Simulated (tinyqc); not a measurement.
sp3s* tight binding with spin-orbit coupling, step by step. Values are carried at full precision from step to step, so a last printed digit may differ when a step is redone from the rounded ones.

sp3s* tight binding, nearest neighbours only: anion (a) at 0, cation (c) at a/4 (1,1,1), orbitals s, px, py, pz, s* on each; k in units of 2 pi/a. With phases e_j = exp(i (pi/2) k.n_j) for n = (1,1,1), (1,-1,-1), (-1,1,-1), (-1,-1,1): g0 = (e1+e2+e3+e4)/4, g1 = (e1+e2-e3-e4)/4, g2 = (e1-e2+e3-e4)/4, g3 = (e1-e2-e3+e4)/4. The diagonal holds the levels Esa, Epa, Exa (s*) and Esc, Epc, Exc. Anion-cation block: <sa|sc> = Vss g0; <sa|xc> = Vsapc g1; <xa|sc> = -Vscpa g1; <xa|xc> = Vxx g0; <xa|yc> = <ya|xc> = Vxy g3, <xa|zc> = <za|xc> = Vxy g2, <ya|zc> = <za|yc> = Vxy g1; <s*a|xc> = Vxapc g1; <xa|s*c> = -Vpaxc g1; y and z take g2 and g3 in place of g1; s-s* and s*-s* vanish.

Constants: hbar^2/2m0 = 3.80998211 eV angstrom^2.

Parameters, chosen for this exercise (near a published set for InAs, fitted to gaps, whose masses and valley positions are rough; spin-orbit coupling, where it is added without a refit, lifts the valence top and shrinks all gaps by about a third of the splitting; shifted at random, so the results belong to these values and not to a real crystal):
- k = (0.38, 0, 0) 2 pi/a (wave vector)
- Esa = -9.512 eV (s level of the anion)
- Epa = 0.909 eV (p level of the anion)
- Esc = -2.718 eV (s level of the cation)
- Epc = 3.721 eV (p level of the cation)
- Exa = 7.413 eV (s* level of the anion)
- Exc = 6.728 eV (s* level of the cation)
- Vss = -5.608 eV (s-s)
- Vxx = 1.841 eV (px-px)
- Vxy = 4.473 eV (px-py)
- Vsapc = 3.027 eV (s anion, p cation)
- Vscpa = 5.455 eV (s cation, p anion)
- Vxapc = 3.377 eV (s* anion, p cation)
- Vpaxc = 3.908 eV (p anion, s* cation)
- Da = 0.431 eV (atomic spin-orbit splitting, anion)
- Dc = 0.393 eV (the same, cation)
- a = 6.06 angstrom (lattice constant)

## Phase sums

Form g0 to g3 at this k.

g0, g1, g2, g3: 0.82708  0.56208i  0.00000  0.00000

## The Hamiltonian without spin-orbit coupling

Fill in the 10 x 10 matrix.

H(k) (eV):
```
,sa,xa,ya,za,s*a,sc,xc,yc,zc,s*c
sa,-9.5120,0,0,0,0,-4.6383,1.7014i,0,0,0
xa,0,0.9090,0,0,0,-3.0662i,1.5227,0,0,-2.1966i
ya,0,0,0.9090,0,0,0,0,1.5227,2.5142i,0
za,0,0,0,0.9090,0,0,0,2.5142i,1.5227,0
s*a,0,0,0,0,7.4130,0,1.8982i,0,0,0
sc,-4.6383,3.0662i,0,0,0,-2.7180,0,0,0,0
xc,-1.7014i,1.5227,0,0,-1.8982i,0,3.7210,0,0,0
yc,0,0,1.5227,-2.5142i,0,0,0,3.7210,0,0
zc,0,0,-2.5142i,1.5227,0,0,0,0,3.7210,0
s*c,0,2.1966i,0,0,0,0,0,0,0,6.7280
```

## Levels at this k

Diagonalise H, which belongs to k = (0.38, 0, 0) (2 pi/a). Four bands are filled (two electrons each); give the make-up of band 5, the lowest empty one.

levels (eV): -12.1362  -3.0920  -0.9433  -0.9433  2.2297  3.6279  5.5733  5.5733  7.5716  8.3401

weights of band 5: s 0.467, p 0.443, s* 0.090

weight of band 5 on atom a = 0.400

The vertical gap at this k is 3.1730 eV; band 5 is mostly s-like.

## Levels at Gamma

Spin-orbit coupling acts within the p shell of each atom as (D/3) L.sigma, D = Da or Dc: it puts four states at Ep + D/3 and two at Ep - 2D/3.

At k = 0 only g0 = 1 is left and H falls into 2 x 2 blocks [[E_a, V], [V, E_c]] with roots (E_a + E_c)/2 -/+ sqrt(((E_a - E_c)/2)^2 + V^2); the s* levels stay uncoupled. The direct gap runs from the highest lower root of the p blocks to the lowest upper root.

Blocks at Gamma (eV):
```
block,E_a,E_c,V,lower root,upper root
s (Gamma6),-9.5120,-2.7180,-5.6080,-12.6716,0.4416
p 3/2 (Gamma8),1.0527,3.8520,1.8410,0.1397,4.7650
p 1/2 (Gamma7),0.6217,3.4590,1.8410,-0.2839,4.3645
```

direct gap at Gamma = 0.3019 eV

The lowest empty level at Gamma is s-like. The split-off band lies 0.4235 eV below the top, between Dc = 0.393 and Da = 0.431 eV, weighted by where the valence p state sits.

## Bands near the gap

Diagonalise at L = (1/2,1/2,1/2), X = (1,0,0), W = (1,1/2,0), K = (3/4,3/4,0) and at the fractions named between them; energies from the top of the valence band at Gamma; the matrix is 20 x 20 and 8 levels are filled.

Levels (eV):
```
k,level 3,level 5,level 7,level 8,level 9,level 10,level 11
L,-6.462,-1.424,-1.141,-1.141,1.233,1.233,3.983
L-G 0.5,-4.039,-0.908,-0.626,-0.626,1.495,1.495,4.192
G,-0.424,0.000,0.000,0.000,0.302,0.302,4.225
G-X 0.2,-1.635,-0.572,-0.342,-0.342,1.410,1.410,4.070
G-X 0.4,-3.418,-1.245,-1.072,-1.072,2.141,2.141,3.410
G-X 0.6,-5.132,-1.922,-1.793,-1.793,2.370,2.370,2.824
G-X 0.7,-5.897,-2.192,-2.079,-2.079,2.337,2.337,2.652
G-X 0.8,-6.550,-2.395,-2.293,-2.293,2.245,2.245,2.574
G-X 0.9,-7.020,-2.521,-2.425,-2.425,2.166,2.166,2.541
X,-7.199,-2.563,-2.470,-2.470,2.137,2.137,2.530
W,-7.254,-2.659,-2.468,-2.423,2.049,2.225,2.482
K,-7.149,-2.771,-2.148,-2.132,1.954,2.038,2.707
K-G 0.5,-4.744,-1.785,-0.818,-0.811,1.825,1.841,3.640
```

On these points the lowest empty level is lowest at G, 0.302 eV above the top.

## Valleys and masses

The lowest conduction level (mean of the pair) at Gamma, at its minimum on (x,0,0) for x from 0.5 to 1, and at the point L (L, and X where the search ends there, need not be minima in this model; a zero or negative inverse mass shows it). Inverse masses m0/m = (E(+h) + E(-h) - 2 E)/(2 c q^2) with c = hbar^2/2m0, q = h 2 pi/a, h = 0.002; longitudinal along the valley axis ([100] at Gamma and Delta, [111] at L), transverse along [010] or [1-10]. A dash: the next level lies within 0.15 eV, so a single mass has no use there.

Valleys:
```
valley,x (2 pi/a),E - Ev (eV),m0/m_l,m0/m_t
Gamma,0.0000,0.3019,37.27,37.27
Delta,1.0000,2.1366,0.72,0.00
L,0.5000,1.2329,0.55,2.31
```

Of these three the lowest is Gamma, which makes the gap direct, 0.3019 eV. At Delta m0/m_t is 0.00. This nearest-neighbour model is fitted to gaps: it places the Delta minimum and the masses at Delta and L only roughly (transverse masses can be several times too heavy), and since its bands are flat from X to W the transverse mass grows too heavy towards X; d orbitals or second neighbours cure this.

## Checks

- Direct gap at Gamma from the blocks against the full matrix: both 0.301937.

(tinyqc, `OMP_NUM_THREADS=1 python tinyqc.py 1451379 1451380 out.jsonl`, Intel(R) Xeon(R) Processor @ 2.30GHz, 1 thread, shared host, about 0.1 s.)
